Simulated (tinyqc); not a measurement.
Gain factor and gap resistance from two string resistances.

Problem. At small bit-line voltage each of the 96 cells has the resistance 1/(K x) at overdrive x (no mobility reduction) in series with a gap resistance Rg. Find K, Rg and the share of the gaps at the higher overdrive.

resistance of a string of 96 equal cells at overdrives of 3.7 and 8.4 V (kohm): 3147.8420  2031.1209

Solution. The resistance per cell is a straight line in 1/x with slope 1/K and intercept Rg.

K = 13.0 uA/V^2
Rg = 12.0 kohm
share of the gaps = 56.7 %

tinyqc, about 1 s, one thread, Intel Xeon 2.30GHz (shared host): `OMP_NUM_THREADS=1 python tinyqc.py 2142114 2142115 out.jsonl`
